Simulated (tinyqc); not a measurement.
Photoconductance decay in a wafer: bulk and surface recombination modes, and iron detection by pair splitting. Changing the surface recombination velocity S. Computed by tinyqc, a small Python program. Command: `OMP_NUM_THREADS=1 python tinyqc.py 3112971 3112972 out.jsonl pcd sweep`. One thread of a shared host (Intel(R) Xeon(R) Processor @ 2.30GHz), about 0.04 s of CPU time with the checks.

Both faces of the wafer have the same S; injection is low and all coefficients are constant. x runs from -W/2 to W/2.

Inputs (values chosen for the exercise, modelled on p-type silicon): thickness W = 200 micrometre; diffusivity D = 32.1 cm^2/s; bulk lifetime tau_b without iron = 120 microsecond.

Method:
- h = S W/(2 D). Solve f(b) = b sin b - h cos b = 0 from b = (pi/2) sqrt(h/(h + pi^2/4)), with f'(b) = (1 + h) sin b + b cos b; four steps.
- Even modes cos(a x) obey b tan b = S W/(2 D) with b = a W/2, odd modes sin(a x) obey -b cot b = S W/(2 D); each decays at the rate 1/tau_b + D a^2.
- tau_eff is the decay time of the first mode. The surface time is 1/(D a^2) of that mode; shortcuts for it are W/(2 S), W^2/(pi^2 D) and their sum, whose error is sum/surface time - 1.

One run for each value:

| surface recombination velocity S (cm/s) | tau_eff (microsecond) | surface time (microsecond) | error of the sum (%) | h |
|---|---|---|---|---|
| 3.00e-01 | 119.57 | 3.3334e+04 | 6.7240e-04 | 9.3458e-05 |
| 8.40e+00 | 109.02 | 1.1915e+03 | 1.8797e-02 | 2.6168e-03 |
| 4.50e+01 | 78.05 | 2.2326e+02 | 9.9964e-02 | 1.4019e-02 |
| 2.40e+02 | 31.50 | 4.2710e+01 | 5.1291e-01 | 7.4766e-02 |
| 1.30e+03 | 8.16 | 8.7562e+00 | 2.2687e+00 | 4.0498e-01 |
| 6.70e+03 | 2.57 | 2.6237e+00 | 5.0082e+00 | 2.0872e+00 |
| 3.60e+04 | 1.48 | 1.4964e+00 | 2.9350e+00 | 1.1215e+01 |
| 1.90e+05 | 1.29 | 1.3056e+00 | 7.3680e-01 | 5.9190e+01 |
| 1.00e+06 | 1.26 | 1.2707e+00 | 1.4806e-01 | 3.1153e+02 |

Give the missing row, surface recombination velocity S (cm/s) = 1.60e+00.

Computed row:
```
surface recombination velocity S (cm/s)  tau_eff (microsecond)  surface time (microsecond)  error of the sum (%)           h
1.60e+00                                                117.74                  6.2510e+03            3.5852e-03  4.9844e-04
```

Interpolating between the two neighbouring rows (the first column on a logarithmic scale, the others too where they are positive) misses most in tau_eff (microsecond), by 3.1 %. Over the rows, tau_eff (microsecond) falls from 120 to 1.26 (exponent d ln y / d ln x -0.0092 between the first rows and -0.016 between the last); surface time (microsecond) falls from 33300 to 1.27 (exponent d ln y / d ln x -1.00 between the first rows and -0.016 between the last); error of the sum (%) goes from 6.72e-4 through a maximum among these rows, 5.01 at 6700, to 0.148. At the low end the exponent of surface time is -1.00, close to -1: slow surfaces, W/(2 S). At the high end the exponent of surface time is -0.02, close to 0: fast surfaces, limited by diffusion. The sum of the two shortcuts misses by at most about 5.0 % over these rows.

Extremes, crossings and ranges named in words are read from the listed rows.
